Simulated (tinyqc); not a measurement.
Averaged masses of warped heavy- and light-hole bands: sweeps and comparisons. A value that a table varies takes the place of the one given here.

Four-band hole energies E = c k^2 f(u), c = hbar^2/2m0, f = g1 -/+ 2 sqrt(g2^2 + 3 (g3^2 - g2^2) s), s = ux^2 uy^2 + uy^2 uz^2 + uz^2 ux^2 for the unit vector u; minus for heavy, plus for light holes; the mass along u is 1/f.

Grid: n x n midpoints in cos(theta) from 0 to 1 and phi from 0 to pi/2, equal weights. m_d = <f^(-3/2)>^(2/3). Conductivity mass for one scattering time: 1/m_c = <|w|^2 f^(-5/2)>/<f^(-3/2)> with w = grad_k(k^2 f)/(2 k), that is |w|^2 = f^2 + |angular gradient of f|^2/4.

Values chosen for the exercise (out of a larger set: near those of InSb; not measured data): g1 = 34.76 (Luttinger gamma1); g2 = 15.52 (gamma2); g3 = 16.52 (gamma3).

## Ways to average over directions

Heavy and light m_d on grids of growing n, against n = 160; also the three-direction rule <F> = (10 F[100] + 16 F[110] + 9 F[111])/35 and the spherical masses 1/(g1 (1 -/+ mu)), mu = (6 g3 + 4 g2)/(5 g1).

Masses (m0):
```
method             heavy   light  error heavy (%)  error light (%)
grid n = 1        0.5713  0.0148            36.31            -1.13
grid n = 2        0.4265  0.0149             1.75            -0.18
grid n = 3        0.4233  0.0149             1.00            -0.08
grid n = 5        0.4204  0.0149             0.29            -0.03
grid n = 10       0.4194  0.0149             0.07            -0.01
grid n = 160      0.4191  0.0149             0.00             0.00
three directions  0.4412  0.0149             5.27             0.02
spherical         0.3968  0.0149            -5.32             0.01
[100] alone       0.2688  0.0152           -35.86             1.83
```

What can be read from the table?

The heavy mass is within 1 % from grid n = 3 on. Three directions err by +5.27 %, the spherical form by -5.32 % and [100] alone by -35.9 %; for light holes the same three err by +0.02, +0.01 and +1.8 %. The power -3/2 weights the heavy directions near [111], which a mean of f misses.

## Cyclotron masses against the field direction

For the central orbit m_cyc is the mean of 1/f(u) over the directions u normal to B (360 points on the circle). B lies in the (1-10) plane at the angle from [001]; 54.7 degrees is [111], 90 is [110].

Masses (m0):
```
angle (degrees)   heavy   light
0.0              0.3494  0.0150
15.0             0.3670  0.0150
30.0             0.4115  0.0149
45.0             0.4475  0.0149
54.7             0.4528  0.0149
70.0             0.4485  0.0149
90.0             0.4450  0.0149
```

How do the results move?

The heavy mass is smallest at 0 and largest at 54.7 degrees of the angles listed, a spread of 30 %; the light mass varies by 1.1 %. The orbit normal to [001] has s between 0 and 1/4, the orbit normal to [111] has s = 1/4 all round, which gives 1/(g1 - sqrt(g2^2 + 3 g3^2)) = 0.4528. This is the classical limit; low Landau levels of holes depart from it.

## Several materials

The inputs are values chosen for the exercise; n = 40; delta = (g3 - g2)/g1.

Results:
```
case            g1    g2    g3  m_d heavy  m_c heavy  m_d light  delta
A near InP    5.07  1.60  2.09      0.831      0.706     0.1127  0.097
B near InAs  19.89  8.47  9.22      0.512      0.440     0.0265  0.038
C near GaAs   7.01  2.06  2.92      0.592      0.470     0.0820  0.123
D near Si     4.30  0.34  1.45      0.516      0.412     0.1546  0.258
E near Ge    13.46  4.22  5.66      0.330      0.268     0.0422  0.107
F near GaP    4.05  0.49  1.24      0.502      0.442     0.1666  0.185
```

What does this show, and why?

Heavy masses span a factor of 2.5 and light ones 6.3: the coupling to the conduction band adds to g1, 2 g2 and 2 g3 alike, so it cancels for heavy holes and doubles for light ones. The ratio m_c/m_d of the heavy holes is lowest for C (0.79); delta is largest for D; the heavy band feels the warping rather through (g3 - g2)/(g1 - 2 g3), which runs from 0.48 to 0.79 here and is 0.74 for the case with the lowest ratio.

## What each parameter does

n = 40. Each row changes one parameter from the base and keeps the others.

Results:
```
case         m_d heavy (m0)  m_c heavy (m0)  m_d light (m0)  m_c light (m0)
base                 0.4192          0.3509          0.0149          0.0149
g1 = 33.717          0.7951          0.4913          0.0152          0.0152
g2 = 15.054          0.3786          0.2861          0.0150          0.0150
g3 = 16.024          0.3241          0.3138          0.0151          0.0151
```

How do the results move?

The largest shifts from the base row, up to three for each result and ties (the steps differ in size, so this ranks the rows, not the parameters). m_d heavy (m0): g1 +0.3760, g3 -0.0951, g2 -0.0405. m_c heavy (m0): g1 +0.1405, g2 -0.0647, g3 -0.0370. m_d light (m0): g1 +0.0002, g3 +0.0001, g2 +0.0001. m_c light (m0): g1 +0.0002, g3 +0.0001, g2 +0.0001.

tinyqc: `OMP_NUM_THREADS=1 python tinyqc.py 1080986 1080987 out.jsonl`; about 0.04 s, one thread, shared Intel(R) Xeon(R) Processor @ 2.30GHz.
